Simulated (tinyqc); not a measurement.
Quaternary alloy A(x)B(1-x)C(y)D(1-y) matched to a substrate: one step. An error in composition.

Q(x,y) = x y Q_AC + x (1 - y) Q_AD + (1 - x) y Q_BC + (1 - x)(1 - y) Q_BD for the lattice constant. Gap, rule 1: Q(x,y) - x (1 - x)[y C_ABC + (1 - y) C_ABD] - y (1 - y)[x C_ACD + (1 - x) C_BCD]. Rule 2 (mean of ternaries): {x (1 - x)[y T_ABC(x) + (1 - y) T_ABD(x)] + y (1 - y)[x T_ACD(y) + (1 - x) T_BCD(y)]}/{x (1 - x) + y (1 - y)}, T_ABC(x) = x E_AC + (1 - x) E_BC - C_ABC x (1 - x), T_ACD(y) = y E_AC + (1 - y) E_AD - C_ACD y (1 - y), and alike. Only the Gamma valley is followed.

Parameters, chosen for this exercise (AC, AD, BC, BD near GaAs, GaP, InAs and InP; substrate near InP; shifted at random, so the results belong to these values and not to a real crystal):
```
symbol  value                         unit      meaning
a       (5.658, 5.456, 6.06, 5.879)   angstrom  lattice constants of AC, AD, BC, BD
Eg      (1.536, 2.845, 0.422, 1.418)  eV        gaps at Gamma of AC, AD, BC, BD
Cb      (0.522, 0.663, 0.216, 0.112)  eV        bowing of ABC, ABD, ACD, BCD
a_s     5.879                         angstrom  substrate
y       0.11                                    fraction of C
dx      0.012                                   error of x in growth
```

x = 0.047327

Problem. Replace x by x + dx; mismatch (a_s - a)/a and change of the relaxed gap by rule 1.

Give: a; mismatch; change of the gap.

Solution.

a = 5.8740 angstrom
mismatch = 0.086 %
change of the gap = 9.6 meV

The layer would be under tension; the strain shift of the gap is not included.

(tinyqc, `OMP_NUM_THREADS=1 python tinyqc.py 1081581 1081582 out.jsonl`, Intel(R) Xeon(R) Processor @ 2.30GHz, 1 thread, shared host, about 0.01 s.)
